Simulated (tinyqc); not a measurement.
Worked calculation: Hueckel theory of the pi electrons, for the molecule Fc1cnc2[nH]cnc2n1 (SMILES; centres numbered as the heavy atoms are written). Computed by tinyqc, a small Python program that keeps every step. Settings: charge = 0. Command: `OMP_NUM_THREADS=1 python tinyqc.py 23711 23712 out.jsonl` (the two numbers bound the seeds that draw the settings). One thread of a shared host (Intel(R) Xeon(R) Processor @ 2.60GHz), about 0.01 s of CPU time with the checks.

## The Hueckel matrix

Centres:

| centre | z_r, pi electrons of the neutral centre | h |
|---|---|---|
| 1F | 2 | 3.0600 |
| 2C | 1 | 0.0000 |
| 3C | 1 | 0.0000 |
| 4N | 1 | 0.4600 |
| 5C | 1 | 0.0000 |
| 6N | 2 | 1.4000 |
| 7C | 1 | 0.0000 |
| 8N | 1 | 0.4600 |
| 9C | 1 | 0.0000 |
| 10N | 1 | 0.4600 |

Bonds:

| i | j | k |
|---|---|---|
| 1 | 2 | 0.7100 |
| 2 | 3 | 1 |
| 3 | 4 | 1 |
| 4 | 5 | 1 |
| 5 | 6 | 0.8100 |
| 6 | 7 | 0.8100 |
| 7 | 8 | 1 |
| 8 | 9 | 1 |
| 9 | 10 | 1 |
| 10 | 2 | 1 |
| 9 | 5 | 1 |

H_rr = alpha + h_r beta, H_rs = k_rs beta for bonded centres.

Hueckel matrix in units of beta (H = alpha + beta A), lower triangle:
```
         1F      2C      3C      4N      5C      6N      7C      8N
1F   3.0600
2C   0.7100  0.0000
3C   0.0000  1.0000  0.0000
4N   0.0000  0.0000  1.0000  0.4600
5C   0.0000  0.0000  0.0000  1.0000  0.0000
6N   0.0000  0.0000  0.0000  0.0000  0.8100  1.4000
7C   0.0000  0.0000  0.0000  0.0000  0.0000  0.8100  0.0000
8N   0.0000  0.0000  0.0000  0.0000  0.0000  0.0000  1.0000  0.4600
9C   0.0000  0.0000  0.0000  0.0000  1.0000  0.0000  0.0000  1.0000
10N  0.0000  1.0000  0.0000  0.0000  0.0000  0.0000  0.0000  0.0000

         9C     10N
9C   0.0000
10N  1.0000  0.4600
```

## Orbitals

pi electrons, sum of z_r less the charge = 12

Diagonalise; E = alpha + x beta with beta < 0, so the largest x are filled first; degenerate levels share their electrons. P = sum n_i c_ri c_si; each orbital has its largest coefficient positive (the first on a tie).

x values: 3.2636  2.5419  1.7923  1.5675  0.9571  0.7430  -0.6137  -1.0796  -1.3145  -2.0177

occupations: 2.0000  2.0000  2.0000  2.0000  2.0000  2.0000  0.0000  0.0000  0.0000  0.0000

coefficients:
```
        MO1      MO2      MO3      MO4      MO5      MO6      MO7      MO8
1F   0.9463  -0.1559   0.1983  -0.0084  -0.1299  -0.0961   0.0465  -0.0768
2C   0.2714   0.1138  -0.3541   0.0176   0.3846   0.3138  -0.2407   0.4479
3C   0.0979   0.1553  -0.3497   0.3424  -0.0123   0.4588  -0.3654  -0.2113
4N   0.0479   0.2809  -0.2726   0.5191  -0.3964   0.0272   0.4650  -0.2198
5C   0.0366   0.4296  -0.0135   0.2325  -0.1847  -0.4511  -0.1339   0.5496
6N   0.0214   0.5130   0.5698   0.2531   0.4560  -0.0050  -0.1334  -0.3221
7C   0.0126   0.2937   0.2895  -0.1802  -0.0646   0.4552   0.4655   0.4364
8N   0.0238   0.3310   0.0573  -0.4874  -0.4312   0.3423  -0.1776  -0.2103
9C   0.0541   0.3954  -0.2132  -0.3597  -0.1497  -0.3583  -0.2748  -0.1127
10N  0.1161   0.2446  -0.4258  -0.3088   0.4726  -0.1574   0.4802  -0.2177

         MO9     MO10
1F    0.0640  -0.0499
2C   -0.3944   0.3567
3C    0.4770  -0.3323
4N   -0.2326   0.3138
5C   -0.0642  -0.4451
6N   -0.1043   0.0851
7C    0.4139   0.0862
8N   -0.4595  -0.2428
9C    0.4015   0.5154
10N  -0.0040  -0.3520
```

charge and bond-order matrix P, lower triangle:
```
          1F       2C       3C       4N       5C       6N       7C       8N
1F    1.9707
2C    0.1773   0.9174
3C   -0.0927   0.6266   0.9677
4N   -0.0160   0.0134   0.6775   1.1658
5C    0.0607  -0.2898  -0.1002   0.6155   0.9555
6N   -0.0152   0.0813  -0.0775  -0.1194   0.3807   1.7206
7C   -0.0207   0.0982   0.1871  -0.1027  -0.2252   0.4771   0.8281
8N    0.0188  -0.0864   0.0583   0.0114  -0.0916  -0.2374   0.7712   1.3082
9C    0.0083  -0.0824  -0.2890   0.0694   0.5608  -0.1498  -0.0670   0.4743
10N  -0.1127   0.6741   0.0289  -0.3232   0.0539   0.0469  -0.1930  -0.0956

         9C     10N
9C   0.9697
10N  0.5810  1.1963
```

## Energy, charges, bond orders

E = sum n x; q_r = z_r - P_rr; bond order p = P_rs; free valence = sqrt(3) - sum of p over the bonds of the atom.

pi energy = 12 alpha + this times beta = 21.7309

pi charges: 1F 0.0293, 2C 0.0826, 3C 0.0323, 4N -0.1658, 5C 0.0445, 6N 0.2794, 7C 0.1719, 8N -0.3082, 9C 0.0303, 10N -0.1963

Bond orders and lengths from R = 1.517 - 0.180 p (angstrom, C-C alone):

| bond | p | R |
|---|---|---|
| 1-2 | 0.1773 | - |
| 2-3 | 0.6266 | 1.4042 |
| 3-4 | 0.6775 | - |
| 4-5 | 0.6155 | - |
| 5-6 | 0.3807 | - |
| 6-7 | 0.4771 | - |
| 7-8 | 0.7712 | - |
| 8-9 | 0.4743 | - |
| 9-10 | 0.5810 | - |
| 10-2 | 0.6741 | - |
| 9-5 | 0.5608 | 1.4161 |

free valence of the carbons: 2C 0.2541, 3C 0.4280, 5C 0.1751, 7C 0.4838, 9C 0.1160

gap between the highest filled and the next level = 1.3568 |beta|
